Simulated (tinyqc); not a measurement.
What each parameter does: Wannier function of the lower band of a two-orbital chain.

H(k) = [[-d/2 - 2 ta cos k, -t1 - t2 exp(-ik)], [-t1 - t2 exp(ik), d/2 - 2 tb cos k]], k in 1/a, Bloch sums with exp(ikR) and without the positions inside the cell. Mesh k_j = 2 pi j/N. Projection gauge: each lower eigenvector u is multiplied by the phase that makes <trial|u> real and positive (the one-band case of Loewdin orthogonalisation). Wannier amplitudes w(R) = (1/N) sum_k exp(ikR) u(k); hoppings H(R) = (1/N) sum_k exp(-ikR) E(k).

Inputs chosen for the exercise: d = -0.08 eV (A at -d/2, B at +d/2); t1 = 2.4 eV (A-B in the cell); t2 = 1.08 eV (B to A of the next cell); ta = -0.16 eV (A-A between cells); tb = -0.29 eV (B-B between cells); xb = 0.42 a (position of B (A at 0)); th = 60 degrees (trial orbital cos(th) A + sin(th) B in cell 0).

N = 24: centre (folded into [0, 1)) and Omega_I from overlaps M_j = u_j^+ diag(1, exp(-i b xb)) u_(j+1), b = 2 pi/N: centre = -(1/2 pi) Im ln prod M_j, Omega_I = mean(1 - |M_j|^2)/b^2; and the first two hoppings H(R).

One parameter was then changed.

Results before and after:
```
case     centre (a)  Omega_I (a^2)  H(1) (eV)  H(2) (eV)
base         0.2253         0.0751    -0.2990     0.0562
changed      0.2511         0.0861    -0.2990     0.0562
```

Which of these changes was made? (a) th = 70 degrees; (b) d = 0.22 eV; (c) t1 = 2.55 eV; (d) t2 = 0.98 eV; (e) xb = 0.47 a; (f) ta = -0.06 eV.

Answer: (e) xb = 0.47 a. Of the candidates, run in turn, only this one gives the changed row.

All candidates:
```
case             centre (a)  Omega_I (a^2)  H(1) (eV)  H(2) (eV)
base                 0.2253         0.0751    -0.2990     0.0562
d = 0.22 eV          0.2074         0.0753    -0.3031     0.0571
t1 = 2.55 eV         0.2234         0.0709    -0.3008     0.0533
t2 = 0.98 eV         0.2237         0.0687    -0.2527     0.0466
ta = -0.06 eV        0.2331         0.0754    -0.3466     0.0536
xb = 0.47 a          0.2511         0.0861    -0.2990     0.0562
th = 70 degrees      0.2253         0.0751    -0.2990     0.0562
```

The trial angle is a choice of gauge and moves none of these; xb enters the position operator alone, so it leaves the hoppings.

Program tinyqc; command `OMP_NUM_THREADS=1 python tinyqc.py 1452619 1452620 out.jsonl`; about 0.1 s on one thread of a shared Intel(R) Xeon(R) Processor @ 2.30GHz.
